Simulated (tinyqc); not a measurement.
Comparisons within one model: optical gain and spontaneous emission in a bulk direct-gap semiconductor. A value that a table varies takes the place of the one given here.

Parabolic bands, vertical transitions, no excitons. For each hole band j: mr = me mj/(me + mj); joint density of states J_j(E) = (mr/c)^(3/2) sqrt(E - Eg)/(2 pi^2), both spins, c = hbar^2/2m0; averaged matrix element |e.p|^2 = m0 Ep/6; alpha_j(E) = 4 pi^2 alpha_f c Ep J_j/(3 nr E) in 1/angstrom (alpha_f the fine-structure constant, listed as alpha among the constants), times 1e8 for 1/cm.

F_j(eta) = (1/Gamma(j + 1)) integral_0^infinity x^j dx/(1 + exp(x - eta)), which tends to exp(eta) for eta << 0.

Quasi-Fermi levels: n = Nc F_1/2(Fc/kT) and p = Nv F_1/2(Fv/kT), Fc counted up from the conduction edge and Fv down from the valence edge; Nc, Nv from N = 2 (m kB T/(4 pi c))^(3/2) with c = hbar^2/2m0, in 1/angstrom^3; times 1e24 for 1/cm^3, with me and (mhh^(3/2) + mlh^(3/2))^(2/3).

For band j the electron sits at Ee = (E - Eg) mr/me above its edge and the hole at Eh = (E - Eg) mr/mj; fe = 1/(1 + exp((Ee - Fc)/kT)), fh = 1/(1 + exp((Eh - Fv)/kT)); gain g = sum_j alpha_j (fe + fh - 1).

Spontaneous rate: R = integral of (nr E/(hbar c))^2/(pi^2 hbar) sum_j alpha_j fe fh dE, with alpha in 1/cm and (nr E/(hbar c))^2 in 1/cm^2 (1e16 per 1/angstrom^2); B = R/(n p); lifetime n/R.

Constants: hbar^2/2m0 = 3.80998211 eV angstrom^2; fine-structure constant alpha = 0.007297352564; kB = 8.617333262e-05 eV/K; hbar = 6.58211957e-16 eV s; hbar c = 1973.269805 eV angstrom.

Parameters, chosen for this exercise (near those of InP; shifted at random, so the results belong to these values and not to a real crystal):
- Eg = 1.33 eV (direct gap)
- me = 0.0825 m0 (electron mass)
- mhh = 0.577 m0 (heavy-hole mass)
- mlh = 0.0925 m0 (light-hole mass)
- Ep = 20.2 eV (Kane energy)
- nr = 3.45 (refractive index)
- T = 350 K
- n = 2.1e+18 1/cm^3 (injected density, n = p)

## Peak gain against injection

The peak is the largest g over E; a dash marks no gain.

Gain:
```
n (1/cm^3),Fc (eV),Fv (eV),peak gain (1/cm),peak E - Eg (eV),B (cm^3/s)
1.0e+18,0.0227,-0.0804,-,-,1.01e-10
1.6e+18,0.0450,-0.0658,-,-,9.46e-11
2.3e+18,0.0653,-0.0544,49,0.0037,8.86e-11
2.9e+18,0.0801,-0.0470,251,0.0119,8.42e-11
3.7e+18,0.0976,-0.0390,564,0.0221,7.91e-11
4.7e+18,0.1173,-0.0311,952,0.0338,7.36e-11
6.1e+18,0.1421,-0.0222,1456,0.0484,6.74e-11
8.2e+18,0.1753,-0.0118,2116,0.0670,6.02e-11
```

transparency density (Fc + Fv = 0) = 2.04e+18 1/cm^3

Gain starts at 2.04e+18 1/cm^3, where Fc = -Fv = 0.0582 eV: with Nv/Nc = 20 the electrons must be degenerate before the holes are. The slope of peak gain against n is 3.37e-16 cm^2 between the first two rows with gain and 3.14e-16 between the last two; the peak moves from 0.0037 to 0.0670 eV above the gap as the bands fill, and B falls by a factor 1.67. Line broadening and gap shrinkage are left out.

## Gain spectrum

At the density n.

Spectrum:
```
E - Eg (eV),"alpha, empty (1/cm)","fe, heavy","fh, heavy",g (1/cm)
0.005,2203,0.863,0.128,-20
0.010,3104,0.845,0.126,-89
0.020,4357,0.803,0.121,-315
0.030,5296,0.753,0.117,-643
0.045,6416,0.664,0.110,-1320
0.060,7329,0.561,0.105,-2199
0.080,8342,0.417,0.097,-3604
0.100,9197,0.286,0.090,-5115
0.130,10270,0.144,0.080,-7240
0.170,11431,0.050,0.069,-9482
0.220,12585,0.012,0.057,-11439
```

Fc + Fv = 0.0026 eV

No listed energy has gain; the carriers only bleach the edge. At 0.220 eV above the gap g is -0.91 times the absorption of the empty crystal, whose limit is -1.

## Transparency density and B against temperature

Eg is held fixed; B is taken at n = 1e15 1/cm^3.

Results:
```
T (K),transparency density (1/cm^3),Fc/kT there,B (cm^3/s)
100,3.11e+17,1.930,7.22e-10
150,5.72e+17,1.930,3.95e-10
200,8.81e+17,1.930,2.58e-10
250,1.23e+18,1.930,1.85e-10
300,1.62e+18,1.930,1.42e-10
350,2.04e+18,1.930,1.13e-10
400,2.49e+18,1.930,9.29e-11
500,3.48e+18,1.930,6.71e-11
```

Fc/kT at transparency stays at 1.930, since it depends on Nv/Nc alone, so the density goes as T^1.50. B goes as T^-1.48, against T^-1.5 for non-degenerate carriers: hot carriers spread over k and fewer pairs share a wave vector.

## What moves transparency and gain

Transparency is Fc + Fv = 0; the peak is the largest g over E at the density n (0 if none). Each row changes one parameter from the base and keeps the others.

Results:
```
case,transparency density (1/cm^3),Fc + Fv (eV),peak gain (1/cm)
base,2.04e+18,0.0026,6
me = 0.0949 m0,2.33e+18,-0.0090,0
mhh = 0.346 m0,1.57e+18,0.0252,218
Ep = 22.2 eV,2.04e+18,0.0026,6
T = 390 K,2.40e+18,-0.0129,0
n = 2.73e+18 1/cm^3,2.04e+18,0.0271,189
nr = 3.62,2.04e+18,0.0026,6
```

The largest shifts from the base row, up to three for each result and ties (the steps differ in size, so this ranks the rows, not the parameters). transparency density (1/cm^3): mhh -4.67e+17, T +3.59e+17, me +2.93e+17; unchanged at the printed digits by Ep, n and nr. Fc + Fv (eV): n +0.0245, mhh +0.0226, T -0.0155; unchanged at the printed digits by Ep and nr. peak gain (1/cm): mhh +212, n +183, me -6, T -6; unchanged at the printed digits by Ep and nr.

tinyqc: `OMP_NUM_THREADS=1 python tinyqc.py 1650820 1650821 out.jsonl`; about 0.1 s, one thread, shared Intel(R) Xeon(R) Processor @ 2.30GHz.
